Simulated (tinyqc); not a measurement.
# Permittivity and interface capacitance from two thicknesses

Inverse problem. 1/C = t/(eps0 ek) + 2/ci for planar capacitors that differ only in thickness. Find ek, ci and the EOT of the interfaces, 2 x 3.9 eps0/ci.

Constants: eps0 = 8.8541878128e-14 F/cm where lengths are in cm. Results are converted to the units shown.

C at t = 9 and 27 nm (uF/cm^2): [2.1842869, 0.73022232]

Answer. 1/C is a straight line in t: the slope gives ek and the intercept 2/ci. A single thickness would give only the effective permittivity; when the interfaces are a small part of 1/C, ci needs very accurate data.

ek = 22.30
ci = 1000 uF/cm^2
EOT of the interfaces = 0.006906 nm

Computed by the program tinyqc: `OMP_NUM_THREADS=1 python tinyqc.py 2102043 2102044 out.jsonl`, one thread of a shared Intel Xeon 2.30GHz, about 0.01 s for the whole run.
